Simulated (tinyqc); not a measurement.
# Worked calculation: rectangular fin or nanosheet with a gate all round, subbands and threshold shift from confinement

Computed by the program tinyqc: `OMP_NUM_THREADS=1 python tinyqc.py 2350132 2350133 out.jsonl`, one thread of a shared Intel Xeon 2.30GHz, about 0.3 s for the whole run. Printed values are rounded.

Undoped body with a flat potential across it, hard walls, transport along x. Three valley pairs (g = 2 each) with the longitudinal mass along x, y or z. Non-parabolicity enters the subband edges through E (1 + al E) = gamma, so E = 2 gamma/(1 + sqrt(1 + 4 al gamma)); motion within a subband is taken as parabolic with the band-edge mass. Energies are counted from the bulk band edge.

Parameters, values chosen for the exercise; masses close to those of silicon:
- T = 77 K (temperature)
- ml = 0.922 m0 (longitudinal mass)
- mt = 0.192 m0 (transverse mass)
- al = 0 1/eV (non-parabolicity)
- t = 9.7 nm (width (along y))
- dl = 0.3 nm (widening of the box by penetration into the insulator)
- H = 38.8 nm (height (along z))

Constants: q = 1.602176634e-19 C, kB = 1.380649e-23 J/K, hbar = 1.054571817e-34 J s, m0 = 9.1093837015e-31 kg, Vt = kB T/q, hbar^2/(2 m0) = 0.0380998212 eV nm^2. Results are converted to the units shown.

## Lowest subbands

gamma = C pi^2 [a^2/(my (t + dl)^2) + b^2/(mz (H + dl)^2)], C = hbar^2/(2 m0). List the 6 lowest, labelled by valley axis and quantum numbers, with degeneracy g and N_k: N_k = g sqrt(2 mx m0 kB T/(pi hbar^2)).

```
subband    E_k (eV)  g  N_k (cm^-1)
y1,1     0.00535947  2    2.06336e6
y1,2     0.00920264  2    2.06336e6
y1,3      0.0156079  2    2.06336e6
y2,1      0.0175947  2    2.06336e6
z1,1      0.0198517  2    2.06336e6
z1,2      0.0206520  2    2.06336e6
```

## Threshold shift

Each subband has N_k = g sqrt(2 mx m0 kB T/(pi hbar^2)); without degeneracy n = exp(EF/Vt) sum N_k exp(-E_k/Vt). Classical value Nc times t H, Nc = sum over valleys of 2 g (m m0 kB T/(2 pi hbar^2))^1.5 with m = (mx my mz)^(1/3). Threshold shift dVT = Vt ln(classical value/sum N_k exp(-E_k/Vt)). Use the subbands listed.

shares, subband y1,1 to z1,2 (%): 46.6348  26.1317  9.9525  7.3772  5.2501  4.6536
sum N_k exp(-E_k/Vt) = 1.97278e6 cm^-1
Nc = 3.60948e18 cm^-3
classical value = 1.35846e7 cm^-1
dVT = 12.8029 mV

With all subbands dVT = 10.59 mV. The lowest edge lies at 5.36 meV; dVT is larger than that, since sum N_k exp(-(E_k - E_1)/Vt) falls short of the classical value.
